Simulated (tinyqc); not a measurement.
From results back to parameters: shallow donor in effective-mass theory, with valley-orbit splitting. Three cases, with inputs chosen for the exercise.

Problem. Without strain the levels are A1 = E0 - D0 - 4 D1 - D2, T2 = E0 - D0 + D2 and E = E0 - D0 + 2 D1 - D2. They were computed from hidden D0, D1 and D2.

Find: D1; D2; D0.

Method. E - A1 = 6 D1, T2 - E = 2 D2 - 2 D1, and the mean (A1 + 3 T2 + 2 E)/6 is E0 - D0.

Case 1.

Values chosen (out of a larger set: near those of a group-V donor in Si; not measured data): E0 = -32 meV (single-valley level).

A1, T2, E (meV): -54.450  -33.610  -32.610

Solution.

D1 = 3.64 meV
D2 = 3.14 meV
D0 = 4.75 meV

Case 2.

Values chosen (out of a larger set: near those of a group-V donor in Si; not measured data): E0 = -32 meV (single-valley level).

A1, T2, E (meV): -43.550  -33.650  -31.310

Solution.

D1 = 2.04 meV
D2 = 0.87 meV
D0 = 2.52 meV

Case 3.

Values chosen (out of a larger set: near those of a group-V donor in Si; not measured data): E0 = -33 meV (single-valley level).

A1, T2, E (meV): -47.000  -35.820  -34.580

Solution.

D1 = 2.07 meV
D2 = 1.45 meV
D0 = 4.27 meV

Computed by tinyqc, one run a case: `OMP_NUM_THREADS=1 python tinyqc.py N N+1 out.jsonl` with N = 1250716, 1250765, 1250791; one thread of a shared Intel(R) Xeon(R) Processor @ 2.30GHz, about 0.01 s a run at most.
